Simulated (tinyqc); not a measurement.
Band-to-band tunnelling and avalanche in a reverse-biased abrupt junction. Changing the band gap at 300 K, E_g. Computed by tinyqc, a small Python program. Command: `OMP_NUM_THREADS=1 python tinyqc.py 3019272 3019273 out.jsonl zener sweep`. One thread of a shared host (Intel(R) Xeon(R) Processor @ 2.30GHz), about 0.04 s of CPU time with the checks.

Direct Kane tunnelling in the local field (for indirect gaps the mass is an effective fit) and one ionisation coefficient for both carriers. N is the doping of the light side, or N_A N_D/(N_A + N_D) for the symmetric junction; the built-in voltage is taken as E_g/e.

Inputs (values chosen for the exercise, modelled on silicon):
```
quantity,value,unit
"gap narrowing with temperature, -dE_g/dT",0.3,meV/K
reduced tunnelling mass m_r,0.18,m_0
permittivity eps,11.7,-
ionisation prefactor a,1.1e+06,1/cm
"ionisation field at 300 K, b",1.61e+06,V/cm
relative rise of b with temperature,5.4,1e-4/K
effective doping N,1e+17,1/cm^3
reverse bias V_R,2.9,V
"current density that defines tunnel breakdown, J_0",1,A/cm^2
temperature T,350,K
```

Junction: symmetric.

Constants: eps_0 = 8.8541878128e-12 F/m; e = 1.602176634e-19 C; m_0 = 9.1093837015e-31 kg; hbar = 1.054571817e-34 J s.

Method:
- E_g(T) = E_g - (T - 300 K)(-dE_g/dT); b(T) = b [1 + (rise)(T - 300 K)]; w = sqrt(2 eps eps_0 (V_R + E_g/e)/(e N)); F_m = 2 (V_R + E_g/e)/w; the field falls linearly from F_m to 0 on both sides.
- Kane: G(F) = A F^2 exp(-B/F), A = e^2 sqrt(m_r)/(18 pi hbar^2 sqrt(E_g)), B = pi sqrt(m_r) E_g^(3/2)/(2 e hbar), SI units; J = e int G dx x V_R/(V_R + E_g/e), the last factor making J vanish at zero bias; int G dx = (w/F_m) int_0^F_m G dF by 64 Gauss-Legendre points.
- Avalanche: I = (w/F_m) int_0^F_m a exp(-b/F) dF by 64 Gauss-Legendre points, M = 1/(1 - I), breakdown at I = 1.
- V_Z solves J = J_0 and V_A solves I = 1; the lower one is the breakdown voltage; temperature coefficients by a central difference of +/- 10 K.

One run for each value:
```
"band gap at 300 K, E_g (eV)",tunnel current density (A/cm^2),B (MV/cm),tunnel breakdown V_Z (V)
0.56,6.022e-07,9.71,9.3
0.70,4.838e-12,13.69,17.3
0.85,7.136e-18,18.42,29.5
0.99,1.321e-23,23.24,44.8
1.10,2.807e-28,27.29,59.7
1.30,4.258e-37,35.17,94.1
1.40,1.211e-41,39.35,115.2
1.60,5.724e-51,48.18,165.6
```

Describe and explain the trends.

Over the rows, tunnel current density (A/cm^2) falls from 6.02e-7 to 5.72e-51 (exponent d ln y / d ln x -53 between the first rows and -160 between the last); B (MV/cm) rises from 9.71 to 48.2 (exponent d ln y / d ln x about 1.5 throughout); tunnel breakdown V_Z (V) rises from 9.32 to 166 (exponent d ln y / d ln x about 2.7 throughout). B grows as E_g^(3/2) at fixed mass, which is why narrow-gap channels leak by tunnelling.
